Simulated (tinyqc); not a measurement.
Inside a calculation. Model: correction of a charged-defect supercell by a model charge and potential alignment (plane-averaged potentials). Computed by tinyqc, a small Python program that keeps every step. Command: `OMP_NUM_THREADS=1 python tinyqc.py 3112994 3112995 out.jsonl align walk`. One thread of a shared host (Intel(R) Xeon(R) Processor @ 2.30GHz), about 0.01 s of CPU time with the checks. Intermediate numbers are printed to about 5 digits and carried at full precision; extremes and crossings named in words are read from the listed rows.

The "true" defect charge is (1 - x) q in a Gaussian of width sigma plus x q in one of width sigma_t, so the exact answer is known; the correction sees only a single model Gaussian of width sigma_m. A Gaussian of width s has the transform rho(G) = exp(-G^2 s^2/2), normalised to 1. A uniform background cancels q, so G = 0 is left out. Potentials are those felt by a unit positive charge. E_0 is the formation energy of the isolated defect, E_cell its value in the supercell, E_lat = E_iso - E_per of the model charge, C the true less the model potential far from the defect; the exact correction is E_0 - E_cell, and the error of a scheme is E_cell plus its correction less E_0.

Inputs (values chosen for the exercise, with screening close to that of GaN):
```
quantity,value,unit
defect charge q,2,e
dielectric constant eps,9.23,-
edge of the cubic cell L,12.4,angstrom
width sigma of the true defect charge,1.1,angstrom
width sigma_m of the model charge,0.85,angstrom
share x of the charge in a wide tail,0,-
width sigma_t of the tail,2.2,angstrom
formation energy of the isolated defect E_0,1.85,eV
```

Constants: e^2/(4 pi eps_0) = 14.39964548 eV angstrom.

## The supercell energy and its true error

Periodic energy E_per = (2 pi q^2/(eps L^3)) (e^2/(4 pi eps_0)) sum_(G != 0) rho(G)^2/G^2, G = (2 pi/L)(n1, n2, n3), |n_i| <= 16. Isolated energy: two Gaussians of charges q_a, q_b and widths a, b interact by q_a q_b (e^2/(4 pi eps_0 eps)) sqrt(2/pi)/sqrt(a^2 + b^2), and the self-energy is half the sum over pairs. Supercell value E_cell = E_0 + E_per - E_iso for the true charge.

E_iso, true charge = 1.6003 eV

E_per, true charge = 0.91128 eV

E_cell = 1.1609 eV

exact correction = 0.68906 eV

## Lattice energy of the model charge

E_lat = E_iso - E_per for the model charge; point-charge value alpha q^2 e^2/(4 pi eps_0 eps 2 L) with alpha = 2.837297.

E_iso, model = 2.0710 eV

E_per, model = 1.3719 eV

E_lat = 0.69908 eV

point-charge value = 0.71394 eV

## Plane-averaged potentials

Plane-averaged potential at distance z from the defect: V(z) = (4 pi q/(eps L^3)) (e^2/(4 pi eps_0 e)) sum_(m != 0) rho(G_m) cos(G_m z)/G_m^2, G_m = 2 pi m/L, |m| <= 40.

Potentials (V):
```
z/L,z (angstrom),true,model,difference
0.00,0.00,0.16404,0.18446,-0.020420
0.05,0.62,0.15067,0.16638,-0.015704
0.10,1.24,0.11542,0.12167,-0.006247
0.15,1.86,0.06912,0.06826,0.000863
0.20,2.48,0.02181,0.01786,0.003951
0.25,3.10,-0.02070,-0.02552,0.004819
0.30,3.72,-0.05610,-0.06108,0.004987
0.35,4.34,-0.08374,-0.08875,0.005010
0.40,4.96,-0.10350,-0.10851,0.005012
0.45,5.58,-0.11536,-0.12037,0.005013
0.50,6.20,-0.11931,-0.12432,0.005013
```

The difference moves by 0.00 mV between z/L = 0.4 and 0.5: a plateau.

## Alignment and corrected energy

C = difference at z = L/2; E_corr = E_cell + E_lat - q C. For charges that have died out at L/2, C = (2 pi q/(eps L^3)) (e^2/(4 pi eps_0 e)) (<s^2> - sigma_m^2), <s^2> = (1 - x) sigma^2 + x sigma_t^2.

alignment C = 0.0050127 V

C, closed form = 0.0050127 V

E_corr = 1.8500 eV

error with alignment (rounded to 1e-4 meV) = 0 meV

error without alignment = 10.025 meV

error with the point-charge term alone = 24.883 meV

error without correction = -689.06 meV

Errors are measured against E_0. Alignment cuts the error of the model charge from 10 to below 0.001 meV.

## Errors against cell size

Schemes: none; point-charge term alpha q^2 e^2/(4 pi eps_0 eps 2 L), alpha = 2.837297; E_lat of the model; E_lat - q C with C at z = L/2.

Error against E_0 (meV):
```
L (angstrom),none,point charge,model charge,model and alignment
8.68,-947.37,72.546,29.228,0.020703
10.50,-802.15,40.983,16.512,0.000276
12.40,-689.06,24.883,10.025,0.000002
14.90,-579.81,14.342,5.778,0.000000
```

Between the last two rows the uncorrected error scales as L^-0.94 and the point-charge remainder as L^-3.00. With alignment the error is 0.0 meV in the smallest cell and 0.00 meV in the largest.

Checks made by the program: E_lat against the point-charge value less 2 pi q^2 sigma_m^2 e^2/(4 pi eps_0 eps L^3) (relative difference 2e-07).
